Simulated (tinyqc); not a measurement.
Closable height against the size of the gap: wafer bonding and layer transfer: bond energy, gap closing, particles, bonding of dissimilar wafers and hydrogen blisters. Computed by tinyqc, a small Python program. Command: `OMP_NUM_THREADS=1 python tinyqc.py 3000004 3000005 out.jsonl bond walk`. One thread of a shared host (Intel(R) Xeon(R) Processor @ 2.30GHz), about 0.01 s of CPU time with the checks.

gamma is the energy per area of each of the two surfaces; plates are isotropic, and both wafers have E1 and t1.

Inputs (values chosen for the exercise, with wafer 1 close to silicon):

| quantity | value | unit |
|---|---|---|
| Young's modulus E1 | 136 | GPa |
| Poisson ratio nu | 0.19 | - |
| thickness t1 | 625 | micrometre |
| blade thickness t_b | 50 | micrometre |
| crack length L | 17.1 | mm |

Pair: two equal wafers.

Method. Two cantilevers opened by t_b: gamma = 3 t_b^2 E1 t1^3 E2 t2^3/(16 L^4 (E1 t1^3 + E2 t2^3)). E' = E1/(1 - nu^2), equal wafers of thickness t1 assumed. A gap of radius R closes if h_g < h_c: h_c = R^2/sqrt((2/3) E' t1^3/gamma) for R > 2 t1 (plate bending), h_c = 3.6 sqrt(R gamma/E') for R < 2 t1 (local deformation).

bond energy gamma = 0.0910135 J/m^2

Gap closing:

| R (mm) | regime | h_c (nm) | slope h_c/R |
|---|---|---|---|
| 1.00e-04 | local | 9.1433e-01 | 0.0091433 |
| 1.00e-03 | local | 2.8914e+00 | 0.0028914 |
| 1.00e-02 | local | 9.1433e+00 | 0.0009143 |
| 1.00e-01 | local | 2.8914e+01 | 0.0002891 |
| 5.00e-01 | local | 6.4653e+01 | 0.0001293 |
| 2.00e+00 | plate | 2.5182e+02 | 0.0001259 |
| 5.00e+00 | plate | 1.5739e+03 | 0.0003148 |
| 2.00e+01 | plate | 2.5182e+04 | 0.0012591 |
| 5.00e+01 | plate | 1.5739e+05 | 0.0031477 |

What does the comparison show, and why?

Roughness of 100 nm scale may be 0.91 nm in half height, waviness of radius 5 cm as much as 160 micrometre: h_c goes as R^(1/2) when the wafer deforms locally and as R^2 when it bends. The allowed slope is least near R = 2 t1, so defects about 4 t1 wide are the hardest to close; bow matters little.

Extremes, crossings and ranges named in words are read from the listed rows.
